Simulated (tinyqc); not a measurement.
X-ray reflectivity of a thin film on silicon: critical angles, Parratt recursion, fringes and roughness: one step, computed by the program tinyqc. Command: `OMP_NUM_THREADS=1 python tinyqc.py 3120377 3120378 out.jsonl xrr walk`. One thread of a shared host (Intel(R) Xeon(R) Processor @ 2.30GHz), about 0.01 s of CPU time with the checks.

n = 1 - delta + i beta; the classical electron radius is r_e = 2.8179403e-6 nm. Layer 0 is vacuum, 1 the film, 2 the substrate.

Problem. Reflectivity at one angle. k_j = (2 pi/lambda) sqrt(sin^2 theta - 2 delta_j + 2 i beta_j); r_ij = (k_i - k_j)/(k_i + k_j) x exp(-2 k_i k_j sigma^2) (Nevot-Croce); r = (r_01 + r_12 p)/(1 + r_01 r_12 p), p = exp(2 i k_1 d); R = |r|^2.

Inputs (values chosen for the exercise, modelled on Si3N4 on silicon, copper K-alpha radiation):
```
quantity                              value     unit
wavelength lambda                   0.15406       nm
film thickness d                       21.8       nm
roughness of the surface sigma_1       0.33       nm
roughness of the interface sigma_2     0.48       nm
grazing angle theta                    1.13  degrees
```

Constants:
```
layer      rho_e (1/nm^3)         delta          beta  critical angle (degrees)  q_c (1/nm)
film             921.3875  9.807855e-06  1.569257e-07                 0.2537609   0.3612618
substrate        711.4015  7.572626e-06  1.741704e-07                 0.2229774   0.3174375
```

Give: k_0, k_1, k_2; 1000 r_01; 1000 r_12; p; reflectivity R; q = 4 pi sin(theta)/lambda.

Solution.

k_0, k_1, k_2 (1/nm): 0.8043  0.7838+0.0003i  0.7885+0.0004i

1000 r_01 = 11.28-0.19i

1000 r_12 = -2.263-0.015i

p = -0.9131+0.3709i

reflectivity R = 1.792e-04

q = 4 pi sin(theta)/lambda = 1.609 1/nm
